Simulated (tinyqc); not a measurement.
Worked calculation: LCCD on RHF in the sto-6g basis, for H4, spin multiplicity 1. Computed by tinyqc, a small Python program that keeps every step (integrals from PySCF). Settings: charge = 0, multiplicity = 1, basis = sto-6g, method = RHF, energy threshold = 1e-10, iteration cap = 52, orthogonalisation = symmetric, start = atomic densities, DIIS depth = 6, amplitude equations = LCCD, DIIS depth for amplitudes = 0, cap on updates = 66. Command: `OMP_NUM_THREADS=1 python tinyqc.py 24094 24095 out.jsonl` (the two numbers bound the seeds that draw the settings). One thread of a shared host (Intel(R) Xeon(R) Processor @ 2.60GHz), about 0.1 s of CPU time with the checks. The early iterations of the SCF are left out here.

## One-electron integrals

Geometry (angstrom):
```
atom        x        y        z
H     0.00000  0.00000  0.00000
H     0.00000  0.00000  0.94900
H     0.00000  0.00000  2.48700
H     0.00000  0.00000  3.43500
```

Basis sto-6g: exponents (1/bohr^2) and contraction coefficients of normalised primitives:
```
element  l (shell)  exponent  coefficient
H            s (1)  35.52322      0.00916
H            s (1)   6.51314      0.04936
H            s (1)   1.82214      0.16854
H            s (1)   0.62596      0.37056
H            s (1)   0.24308      0.41649
H            s (1)   0.10011      0.13033
```

Overlap, kinetic and nuclear-attraction integrals over the contracted functions; the nuclear repulsion is the sum of Za Zb / Rab.

nuclear repulsion = 2.0395826 hartree

overlap S:
```
         1H 1s    2H 1s    3H 1s    4H 1s
1H 1s  1.00000  0.52718  0.05344  0.00973
2H 1s  0.52718  1.00000  0.24314  0.05354
3H 1s  0.05344  0.24314  1.00000  0.52778
4H 1s  0.00973  0.05354  0.52778  1.00000
```

kinetic energy T (hartree):
```
          1H 1s     2H 1s     3H 1s     4H 1s
1H 1s   0.76852   0.13110  -0.01018  -0.00307
2H 1s   0.13110   0.76852   0.00577  -0.01019
3H 1s  -0.01018   0.00577   0.76852   0.13150
4H 1s  -0.00307  -0.01019   0.13150   0.76852
```

nuclear attraction V (hartree):
```
          1H 1s     2H 1s     3H 1s     4H 1s
1H 1s  -2.14295  -1.09985  -0.09744  -0.01699
2H 1s  -1.09985  -2.33188  -0.46616  -0.09762
3H 1s  -0.09744  -0.46616  -2.33228  -1.10154
4H 1s  -0.01699  -0.09762  -1.10154  -2.14352
```

core Hamiltonian H = T + V (hartree):
```
          1H 1s     2H 1s     3H 1s     4H 1s
1H 1s  -1.37443  -0.96875  -0.10762  -0.02006
2H 1s  -0.96875  -1.56336  -0.46038  -0.10781
3H 1s  -0.10762  -0.46038  -1.56376  -0.97004
4H 1s  -0.02006  -0.10781  -0.97004  -1.37500
```

## Two-electron integrals

Functions are numbered as in S; the eight-fold symmetry (ij|kl) = (ji|kl) = (kl|ij) leaves the list below.

Two-electron integrals (ij|kl) in chemists' order, unique and non-zero (hartree):
```
(11|11) 0.77500    (21|11) 0.33357    (21|21) 0.18016    (22|11) 0.49495
(22|21) 0.33357    (22|22) 0.77500    (31|11) 0.02193    (31|21) 0.01331
(31|22) 0.02870    (31|31) 0.00132    (32|11) 0.07611    (32|21) 0.05212
(32|22) 0.12877    (32|31) 0.00628    (32|32) 0.03323    (33|11) 0.21265
(33|21) 0.13943    (33|22) 0.33808    (33|31) 0.02193    (33|32) 0.12877
(33|33) 0.77500    (41|11) 0.00324    (41|21) 0.00199    (41|22) 0.00435
(41|31) 0.00021    (41|32) 0.00106    (41|33) 0.00435    (41|41) 3.75e-05
(42|11) 0.01367    (42|21) 0.00910    (42|22) 0.02198    (42|31) 0.00117
(42|32) 0.00629    (42|33) 0.02876    (42|41) 0.00022    (42|42) 0.00132
(43|11) 0.09480    (43|21) 0.06001    (43|22) 0.13962    (43|31) 0.00910
(43|32) 0.05220    (43|33) 0.33406    (43|41) 0.00199    (43|42) 0.01335
(43|43) 0.18062    (44|11) 0.15405    (44|21) 0.09470    (44|22) 0.21274
(44|31) 0.01365    (44|32) 0.07615    (44|33) 0.49529    (44|41) 0.00324
(44|42) 0.02198    (44|43) 0.33406    (44|44) 0.77500
```

## Orthogonalisation

S = U s U^T; symmetric (Loewdin) form X = U s^(-1/2) U^T, so that X^T S X = 1.

eigenvalues of S: 0.38542  0.53386  1.36171  1.71901

X:
```
          1H 1s     2H 1s     3H 1s     4H 1s
1H 1s   1.13435  -0.33122   0.03446  -0.00921
2H 1s  -0.33122   1.16479  -0.15898   0.03449
3H 1s   0.03446  -0.15898   1.16519  -0.33178
4H 1s  -0.00921   0.03449  -0.33178   1.13474
```

## Iteration 7 (converged): orbitals

converged F (hartree):
```
          1H 1s     2H 1s     3H 1s     4H 1s
1H 1s  -0.27213  -0.50237  -0.07005  -0.00336
2H 1s  -0.50237  -0.29418  -0.18812  -0.07015
3H 1s  -0.07005  -0.18812  -0.29457  -0.50281
4H 1s  -0.00336  -0.07015  -0.50281  -0.27252
```

Diagonalise F' = X^T F X, C = X C', fill 2 alpha and 2 beta electrons from the bottom; D = 2 C_occ C_occ^T. Each column has its largest component positive (the first on a tie).

F' = X^T F X (hartree):
```
          1         2         3         4
1  -0.00654  -0.50538   0.04310  -0.00241
2  -0.50538   0.01313  -0.18361   0.04313
3   0.04310  -0.18361   0.01333  -0.50593
4  -0.00241   0.04313  -0.50593  -0.00634
```

orbital energies (hartree): MO1 -0.55915, MO2 -0.46148, MO3 0.37992, MO4 0.65429

coefficients C:
```
           MO1       MO2       MO3       MO4
1H 1s  0.35046   0.45617   0.74502   0.71537
2H 1s  0.40874   0.40143  -0.61943  -0.88374
3H 1s  0.41009  -0.39990  -0.61752   0.88588
4H 1s  0.35196  -0.45487   0.74353  -0.71789
```

D after iteration 7:
```
          1H 1s     2H 1s     3H 1s     4H 1s
1H 1s   0.66183   0.65274  -0.07740  -0.16830
2H 1s   0.65274   0.65643   0.01417  -0.07749
3H 1s  -0.07740   0.01417   0.65618   0.65247
4H 1s  -0.16830  -0.07749   0.65247   0.66157
```

## Convergence

Stop when the energy changes by less than 1e-10 hartree and every element of the error matrix X^T (F D S - S D F) X is below 3e-06.

Course of the cycle:
```
iteration  E (hartree)     change  largest element of the error matrix
1           -1.4920619          -                             1.50e-02
2           -2.1668751  -6.75e-01                             3.60e-02
3           -2.1649078   1.97e-03                             5.24e-02
4           -2.1685081  -3.60e-03                             8.28e-03
5           -2.1685996  -9.15e-05                             2.54e-04
6           -2.1685997  -8.62e-08                             6.15e-06
7           -2.1685997  -5.07e-11                             3.94e-07
```

PySCF RHF in the same basis = -2.1685997 hartree

Converged in 7 iterations.

## Integrals over molecular orbitals

(pq|rs) = sum C_ip C_jq C_kr C_ls (ij|kl), one index at a time.

one-electron integrals over orbitals h = C^T H C (hartree):
```
          1         2         3         4
1  -1.64211   0.00009   0.10729  -0.00032
2   0.00009  -1.54545   0.00037   0.09752
3   0.10729   0.00037  -1.11039   0.00006
4  -0.00032   0.09752   0.00006  -0.93320
```

Two-electron integrals over orbitals (pq|rs), unique and non-zero (hartree):
```
(11|11) 0.43358     (21|11) -0.00074    (21|21) 0.20320     (22|11) 0.42628
(22|21) 0.00065     (22|22) 0.43460     (31|11) -0.04068    (31|21) -0.00019
(31|22) -0.00247    (31|31) 0.10595     (32|11) -0.00037    (32|21) 0.06167
(32|22) 0.00018     (32|31) 0.00027     (32|32) 0.10105     (33|11) 0.42367
(33|21) 0.00049     (33|22) 0.42498     (33|31) -0.01035    (33|32) 0.00012
(33|33) 0.44130     (41|11) 0.00020     (41|21) -0.01723    (41|22) -2.47e-05
(41|31) -0.00033    (41|32) 0.08012     (41|33) 1.27e-06    (41|41) 0.09017
(42|11) -0.04968    (42|21) -0.00016    (42|22) -0.01539    (42|31) 0.10422
(42|32) 0.00035     (42|33) -0.01294    (42|41) -0.00027    (42|42) 0.10892
(43|11) -0.00069    (43|21) 0.19698     (43|22) 0.00068     (43|31) -0.00017
(43|32) 0.06349     (43|33) 0.00054     (43|41) -0.01481    (43|42) -0.00016
(43|43) 0.20945     (44|11) 0.45002     (44|21) -0.00056    (44|22) 0.44327
(44|31) -0.04454    (44|32) -0.00034    (44|33) 0.45435     (44|41) 0.00019
(44|42) -0.05402    (44|43) -0.00056    (44|44) 0.48907
```

## LCCD: starting amplitudes

t_ij^ab = <ij||ab> / (e_i + e_j - e_a - e_b), whose energy is MP2.

Starting amplitudes (spin orbitals 1a, 1b, ...; amplitudes related by a flip of all spins are not repeated):
```
from      to         t
2a 2b  3a 3b  -0.06005
1a 1b  3a 3b  -0.05641
1a 2b  3a 4b  -0.05072
2a 2b  4a 4b  -0.04881
1a 2b  3b 4a   0.03899
1a 1b  4a 4b  -0.03716
1a 2a  3a 4a  -0.01173
2a 2b  3a 4b  -0.00018
1a 1b  3a 4b   0.00015
1a 2b  3a 3b  -0.00015
1a 2b  4a 4b   0.00011
```

correlation energy = -0.0380958 hartree

## LCCD: amplitude update 1

t_ij^ab D_ij^ab are set to the remaining terms of the spin-orbital equations, evaluated with the old amplitudes; for the doubles these are <ij||ab> + 1/2 <ab||ef> t_ij^ef + 1/2 <mn||ij> t_mn^ab + P(ij)P(ab) <mb||ej> t_im^ae, D the orbital-energy denominators (linear CCD).

Amplitudes after update 1 (spin orbitals 1a, 1b, ...; amplitudes related by a flip of all spins are not repeated):
```
from      to         t
2a 2b  3a 3b  -0.08776
1a 1b  3a 3b  -0.07592
1a 2b  3a 4b  -0.07168
2a 2b  4a 4b  -0.06361
1a 2b  3b 4a   0.05823
1a 1b  4a 4b  -0.05164
1a 2a  3a 4a  -0.01346
2a 2b  3a 4b  -0.00025
1a 2b  3a 3b  -0.00022
1a 1b  3a 4b   0.00021
1a 2b  4a 4b   0.00015
```

correlation energy = -0.0534160 hartree

## LCCD: convergence

E_corr = 1/4 sum <ij||ab> t_ij^ab; stop when the norm of the change is below 1e-8.

Course of the amplitude iterations:
```
update  correlation energy (hartree)  norm of the change
0                         -0.0380958                   -
1                         -0.0534160            1.13e-01
2                         -0.0597599            4.81e-02
3                         -0.0624161            2.08e-02
4                         -0.0635424            9.23e-03
5                         -0.0640243            4.25e-03
6                         -0.0642327            2.07e-03
7                         -0.0643239            1.07e-03
8                         -0.0643645            5.90e-04
9                         -0.0643828            3.40e-04
10                        -0.0643913            2.02e-04
11                        -0.0643954            1.22e-04
12                        -0.0643974            7.40e-05
13                        -0.0643984            4.52e-05
...                              ...                 ...
18                        -0.0643995            3.92e-06
19                        -0.0643996            2.41e-06
20                        -0.0643996            1.48e-06
21                        -0.0643996            9.07e-07
22                        -0.0643996            5.57e-07
23                        -0.0643996            3.42e-07
24                        -0.0643996            2.10e-07
25                        -0.0643996            1.29e-07
26                        -0.0643996            7.92e-08
27                        -0.0643996            4.86e-08
28                        -0.0643996            2.99e-08
29                        -0.0643996            1.83e-08
30                        -0.0643996            1.13e-08
31                        -0.0643996            6.91e-09
```

Converged amplitudes (spin orbitals 1a, 1b, ...; amplitudes related by a flip of all spins are not repeated):
```
from      to         t
2a 2b  3a 3b  -0.11460
1a 1b  3a 3b  -0.08697
1a 2b  3a 4b  -0.08614
1a 2b  3b 4a   0.07168
2a 2b  4a 4b  -0.07071
1a 1b  4a 4b  -0.06393
1a 2a  3a 4a  -0.01446
2a 2b  3a 4b  -0.00030
1a 2b  3a 3b  -0.00025
1a 1b  3a 4b   0.00024
1a 2b  4a 4b   0.00017
```

LCCD total energy = -2.2329993 hartree

Converged in 31 updates.
